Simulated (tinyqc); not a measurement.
Comparisons within one model: strain-driven crossing of the Gamma and L valleys in a germanium-like crystal alloyed with tin. A value that a table varies takes the place of the one given here.

Biaxial loads: e0 is the in-plane strain e_par and the normal is free. (001): e_perp = -2 (C12/C11) e_par; exx = eyy = e_par, ezz = e_perp, no shear. (111): e_perp = -(2 C11 + 4 C12 - 4 C44)/(C11 + 2 C12 + 4 C44) e_par; exx = eyy = ezz = (2 e_par + e_perp)/3 and exy = eyz = ezx = (e_perp - e_par)/3. (110): e_perp = -(C11 + 3 C12 - 2 C44)/(C11 + C12 + 2 C44) e_par; exx = eyy = (e_par + e_perp)/2, ezz = e_par, exy = (e_perp - e_par)/2, eyz = ezx = 0. Uniaxial loads: a stress along n, scaled so that n.e.n = e0, with exx = s11 sxx + s12 (syy + szz), exy = s44 sxy/2, s11 = (C11 + C12)/((C11 - C12)(C11 + 2 C12)), s12 = -C12/((C11 - C12)(C11 + 2 C12)), s44 = 1/C44.

Edges from the unstrained valence top: Gamma at Eg + ac tr(e); an L valley with unit axis u at EgL + aL tr(e) + XuL (u.e.u - tr(e)/3), u along [111], [1-1-1], [-11-1], [-1-11]; valence edges are the levels of the 6 x 6 matrix of X, Y, Z times spin with -Dso/3 + l exx + m (eyy + ezz) on the diagonal (cyclic), n exy off it, l = av + 2 b, m = av - b, n = sqrt(3) d. Spin-orbit term (Dso/3) L.sigma on X, Y, Z with (L_k)_ij = -i epsilon_kij: <X+|H|Y+> = -i Dso/3, <X+|H|Z-> = Dso/3, <Y+|H|Z-> = -i Dso/3, <Z+|H|X-> = -Dso/3, <Z+|H|Y-> = i Dso/3, <X-|H|Y-> = i Dso/3, and their conjugates; + and - are the spin along z.

With tin the unstrained gaps become E(y) = (1 - y) E + y EgS - CS y (1 - y); all other values are kept.
Constants: kB = 8.617333262e-05 eV/K.

Parameters, chosen for this exercise (near those of Ge, gaps at low temperature; shifted at random, so the results belong to these values and not to a real crystal): Eg = 0.894 eV (gap at Gamma to the s-like level); EgL = 0.741 eV (gap to L); Dso = 0.289 eV (spin-orbit splitting); ac = -8.39 eV (conduction deformation potential); av = 1.26 eV (valence hydrostatic potential); b = -2.51 eV (tetragonal shear potential); d = -5.35 eV (trigonal shear potential); aL = -1.55 eV (hydrostatic potential of the L edge, Xd + Xu/3); XuL = 16.92 eV (uniaxial potential, L); y = 0.037 (tin fraction); EgS = (-0.422, 0.082) eV (Gamma and L gaps of the tin end); CS = (1.99, 1.1) eV (bowing of the Gamma and L gaps); C11 = 129.7 GPa; C12 = 48.3 GPa; C44 = 66.5 GPa; load = biaxial (110) (kind of strain); mG = 0.0407 m0 (mass at Gamma); mL = 0.55 m0 (density-of-states mass of the four L valleys together); T = 200 K (temperature); e0 = -0.0189 (size of the strain).

## Which strain makes the gap direct

For tension the difference Gamma minus lowest L is linear in e0; slope per 1 % and the e0 at which it vanishes (a dash: no crossing below 15 %), with the gap there.

Results:
```
load            slope (meV per 1 %)  crossing e0 (%)  gap at the crossing (eV)
biaxial (001)                 -85.9             1.13                     0.574
biaxial (110)                 -23.6             4.11                    -0.123
biaxial (111)                  44.7                -                         -
uniaxial [100]                -31.3             3.10                     0.539
uniaxial [111]                 -3.0                -                         -
uniaxial [110]                 16.7                -                         -
```

How do the results move?

The smallest strain is needed for biaxial (001) (1.13 %), then uniaxial [100] (3.10 %). No crossing below 15 % is found for biaxial (111), uniaxial [111] and uniaxial [110]: shear splits the L valleys and pulls the lowest down nearly as fast as, or faster than, Gamma. Loads without off-diagonal strain, (001) and [100], gain (ac - aL) tr(e) = -68 meV per 1 % of volume. Crossings beyond about 3 % are sensitive to second-order terms, left out here. For uniaxial [111] the slope is a near cancellation, so terms beyond this linear model decide. A gap at or below zero marks a crossing beyond the range of this linear model.

## Sweep of a biaxial (110) strain

The valence splitting is the distance of the top two edges. Share in Gamma = mG^(3/2)/(mG^(3/2) + (mL^(3/2)/4) sum_i exp(-(E_Li - E_Gamma)/kT)).

Results:
```
e0 (%)  direct gap (eV)  indirect gap (eV)  Gamma - L (meV)  valence splitting (meV)  share in Gamma (%)
-0.72             0.851              0.619              232                       55            5.68e-06
-0.27             0.803              0.655              148                       22            0.000711
0.17              0.741              0.648               93                       15              0.0153
0.62              0.651              0.569               82                       58              0.0337
1.06              0.559              0.487               72                      103              0.0617
1.51              0.462              0.401               61                      152               0.114
1.95              0.366              0.315               51                      201               0.208
2.40              0.266              0.225               40                      253               0.385
```

How do the results move?

The gap stays indirect over the sweep. This load splits the L valleys, and the lowest set changes where e0 changes sign, which bends the column Gamma - L. The direct gap goes from 0.851 to 0.266 eV; of that change -0.120 eV comes from the rise of the valence top through the shear terms and the rest from the volume. The share in Gamma goes from 5.68e-06 to 0.385 %.

## What each parameter does

Direct gap, Gamma minus the lowest L edge and the valence splitting. Each row changes one parameter from the base and keeps the others.

Results:
```
case              direct gap (eV)  Gamma - L (meV)  valence splitting (meV)
base                       0.9741            451.8                    113.2
y = 0.04255                0.9567            443.6                    113.2
ac = -7.1315 eV            0.9374            415.1                    113.2
e0 = -0.02173              1.0039            504.9                    122.6
XuL = 14.382 eV            0.9741            428.5                    113.2
aL = -1.3175 eV            0.9741            458.6                    113.2
C12 = 41.055 GPa           0.9886            453.2                    110.4
Dso = 0.24565 eV           0.9740            451.8                    105.5
```

How do the results move?

The largest shifts from the base row, up to three for each result and ties (the steps differ in size, so this ranks the rows, not the parameters). direct gap (eV): ac -0.0367, e0 +0.0298, y -0.0175; unchanged at the printed digits by XuL and aL. Gamma - L (meV): e0 +53.1, ac -36.7, XuL -23.3; unchanged at the printed digits by Dso. valence splitting (meV): e0 +9.3, Dso -7.8, C12 -2.9; unchanged at the printed digits by y, ac, XuL and aL.

Computed by tinyqc, a small Python program: `OMP_NUM_THREADS=1 python tinyqc.py 1051305 1051306 out.jsonl` (the numbers bound the seed that draws the inputs); one thread of a shared host (Intel(R) Xeon(R) Processor @ 2.30GHz), about 0.01 s for the whole set of steps.
